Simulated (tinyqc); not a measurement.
RKS/BP86 in the sto-3g basis, for Li-, spin multiplicity 1, step by step. The basis has no diffuse functions, so it cannot describe the extra electron: this is an exercise in the method, not the real anion. One step of it, computed by the program tinyqc.

Problem. Iteration 1: diagonalisation and new density. Diagonalise F' = X^T F X, C = X C', fill 2 alpha and 2 beta electrons from the bottom; D = 2 C_occ C_occ^T. Each column has its largest component positive (the first on a tie).

Kohn-Sham matrix F (hartree), order 1Li 1s, 1Li 2s, 1Li 2px, 1Li 2py, 1Li 2pz:
$$\begin{pmatrix}
-2.064033 & -0.511738 & 0.010626 & -0.000745 & 0.011659 \\
-0.511738 & -0.011684 & 0.046079 & -0.004011 & 0.044042 \\
0.010626 & 0.046079 & 0.218254 & 0.000867 & 0.010775 \\
-0.000745 & -0.004011 & 0.000867 & 0.217356 & -0.001933 \\
0.011659 & 0.044042 & 0.010775 & -0.001933 & 0.211963
\end{pmatrix}$$

X, order 1Li 1s, 1Li 2s, 1Li 2px, 1Li 2py, 1Li 2pz:
$$\begin{pmatrix}
1.022776 & -0.125161 & 0.000000 & 0.000000 & 0.000000 \\
-0.125161 & 1.022776 & 0.000000 & 0.000000 & 0.000000 \\
0.000000 & 0.000000 & 1.000000 & 0.000000 & 0.000000 \\
0.000000 & 0.000000 & 0.000000 & 1.000000 & 0.000000 \\
0.000000 & 0.000000 & 0.000000 & 0.000000 & 1.000000
\end{pmatrix}$$

Give: F' = X^T F X; orbital energies; coefficients C; D after iteration 1.

Solution.

F' = X^T F X (hartree):
$$\begin{pmatrix}
-2.0283 & -0.2776 & 0.0051 & -0.0003 & 0.0064 \\
-0.2776 & 0.0865 & 0.0458 & -0.0040 & 0.0436 \\
0.0051 & 0.0458 & 0.2183 & 0.0009 & 0.0108 \\
-0.0003 & -0.0040 & 0.0009 & 0.2174 & -0.0019 \\
0.0064 & 0.0436 & 0.0108 & -0.0019 & 0.2120
\end{pmatrix}$$

orbital energies (hartree): MO1 -2.0642, MO2 0.0935, MO3 0.2038, MO4 0.2176, MO5 0.2551

coefficients C, order 1Li 1s, 1Li 2s, 1Li 2px, 1Li 2py, 1Li 2pz:
$$\begin{pmatrix}
0.9983 & -0.2344 & -0.0059 & 0.0008 & -0.1012 \\
0.0070 & 0.9339 & 0.0271 & -0.0033 & 0.4344 \\
-0.0048 & -0.2996 & -0.6460 & 0.1504 & 0.6858 \\
0.0003 & 0.0263 & 0.1550 & 0.9858 & -0.0587 \\
-0.0052 & -0.2965 & 0.7470 & -0.0744 & 0.5904
\end{pmatrix}$$

D after iteration 1, order 1Li 1s, 1Li 2s, 1Li 2px, 1Li 2py, 1Li 2pz:
$$\begin{pmatrix}
2.1029 & -0.4238 & 0.1309 & -0.0117 & 0.1285 \\
-0.4238 & 1.7446 & -0.5597 & 0.0491 & -0.5539 \\
0.1309 & -0.5597 & 0.1796 & -0.0158 & 0.1777 \\
-0.0117 & 0.0491 & -0.0158 & 0.0014 & -0.0156 \\
0.1285 & -0.5539 & 0.1777 & -0.0156 & 0.1759
\end{pmatrix}$$
